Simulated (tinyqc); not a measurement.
How the errors depend on the field: Haynes-Shockley experiment: drift, diffusion and decay of a minority-carrier pulse. Computed by tinyqc, a small Python program. Command: `OMP_NUM_THREADS=1 python tinyqc.py 3111814 3111815 out.jsonl haynes walk`. One thread of a shared host (Intel(R) Xeon(R) Processor @ 2.30GHz), about 0.01 s of CPU time with the checks.

A thin sheet of excess carriers is made at x = 0, t = 0 in a long uniform bar; injection is low, so the pulse moves with the minority mobility.

Inputs (values chosen for the exercise, modelled on electrons in p-type germanium in a lightly doped bar):

| quantity | value | unit |
|---|---|---|
| minority mobility mu | 4370 | cm^2/(V s) |
| lifetime tau | 250 | microsecond |
| temperature T | 300 | K |
| field F | 5.8 | V/cm |
| distance d to the collector | 0.5 | cm |
| injected sheet density N0 | 1.1e+09 | 1/cm^2 |

Constants: k_B = 8.617333262e-05 eV/K.

Method:
- D = mu k_B T/e, v = mu F.
- Transit time d/v, diffusion length sqrt(D tau), drift length v tau, Peclet number v d/D = e F d/(k_B T).
- dn(x, t) = N0/sqrt(4 pi D t) exp(-(x - v t)^2/(4 D t) - t/tau).
- At fixed x the signal peaks where d ln(dn)/dt = 0: a t^2 + t/2 - x^2/(4 D) = 0 with a = v^2/(4 D) + 1/tau.
- The full width at half maximum is found by solving dn(x, t) = peak/2 on both sides of the peak.
- With w that width: mu = d/(F t_p); D = (w d)^2/(16 ln2 t_p^3). The field is scaled by the factors listed.

D = 112.973 cm^2/s

Errors of the simple reading:

| factor | F (V/cm) | v d/D | v^2 tau/(4 D) | error of mu (%) | error of D (%) |
|---|---|---|---|---|---|
| 0.5 | 2.90 | 56.09 | 89 | 2.3599 | 3.0530 |
| 0.7 | 4.06 | 78.52 | 174 | 1.5683 | 2.1763 |
| 1.0 | 5.80 | 112.18 | 355 | 1.0360 | 1.5201 |
| 1.5 | 8.70 | 168.27 | 800 | 0.6586 | 1.0113 |
| 2.5 | 14.50 | 280.44 | 2221 | 0.3797 | 0.6057 |
| 4.0 | 23.20 | 448.71 | 5686 | 0.2319 | 0.3781 |
| 7.0 | 40.60 | 785.24 | 17415 | 0.1303 | 0.2159 |

What follows from these numbers?

The error of mu falls from 2.36 to 0.130 %. For large v d/D it is about D/(v d) + 2 D/(v^2 tau), here 0.130 % in the last row: one part from spreading, one from recombination.

Extremes, crossings and ranges named in words are read from the listed rows.
